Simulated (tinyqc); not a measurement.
Two-band massive Dirac model of the K valleys: one step. Band edges of the four flavours. Two cases, with inputs chosen for the exercise.

Question. At k = 0: Ec = D/2, Ev = -D/2 + lam tau sz; mass m/m0 = c G/(a t)^2 for both bands, c = hbar^2/2m0; Omega_c(0) = -2 tau a^2 t^2/G^2.

Basis (conduction, valence): H = [[D/2, a t (tau kx - i ky)], [a t (tau kx + i ky), -D/2 + lam tau sz]], valley tau = +/-1, spin sz = +/-1. The gap of a spin and valley is G = D - lam tau sz. Berry curvature Omega = curl of i<u|grad u>; for the conduction band Omega_c = -tau 2 a^2 t^2 G/(G^2 + 4 a^2 t^2 k^2)^(3/2), and Omega_v = -Omega_c.

Constants: hbar^2/2m0 = 3.80998211 eV angstrom^2.

Case 1.

Values chosen (near those used for monolayer MoSe2; not measured data): a = 3.318 angstrom (lattice constant); D = 1.45 eV (gap parameter); t = 0.87 eV (effective hopping); lam = 0.09 eV (half the valence spin splitting).

Case 2.

Values chosen (near those used for monolayer MoSe2; not measured data): a = 3.306 angstrom (lattice constant); D = 1.45 eV (gap parameter); t = 1.01 eV (effective hopping); lam = 0.091 eV (half the valence spin splitting).

Give: Edges.

Answer.

Case 1.

Edges:

| tau | sz | Ec (eV) | Ev (eV) | G (eV) | mass (m0) | Omega_c (angstrom^2) |
|---|---|---|---|---|---|---|
| 1 | 1 | 0.7250 | -0.6350 | 1.3600 | 0.6218 | -9.010 |
| 1 | -1 | 0.7250 | -0.8150 | 1.5400 | 0.7041 | -7.027 |
| -1 | 1 | 0.7250 | -0.8150 | 1.5400 | 0.7041 | 7.027 |
| -1 | -1 | 0.7250 | -0.6350 | 1.3600 | 0.6218 | 9.010 |

The top of the valence band has spin up at tau = +1 and spin down at tau = -1: spin and valley are locked, with 180 meV between the two valence bands (A and B transitions at 1.360 and 1.540 eV, without exciton binding).

Case 2.

Edges:

| tau | sz | Ec (eV) | Ev (eV) | G (eV) | mass (m0) | Omega_c (angstrom^2) |
|---|---|---|---|---|---|---|
| 1 | 1 | 0.7250 | -0.6340 | 1.3590 | 0.4644 | -12.074 |
| 1 | -1 | 0.7250 | -0.8160 | 1.5410 | 0.5266 | -9.390 |
| -1 | 1 | 0.7250 | -0.8160 | 1.5410 | 0.5266 | 9.390 |
| -1 | -1 | 0.7250 | -0.6340 | 1.3590 | 0.4644 | 12.074 |

The top of the valence band has spin up at tau = +1 and spin down at tau = -1: spin and valley are locked, with 182 meV between the two valence bands (A and B transitions at 1.359 and 1.541 eV, without exciton binding).

Computed by tinyqc, one run a case: `OMP_NUM_THREADS=1 python tinyqc.py N N+1 out.jsonl` with N = 1480059, 1480086; one thread of a shared Intel(R) Xeon(R) Processor @ 2.30GHz, about 0.01 s a run at most.
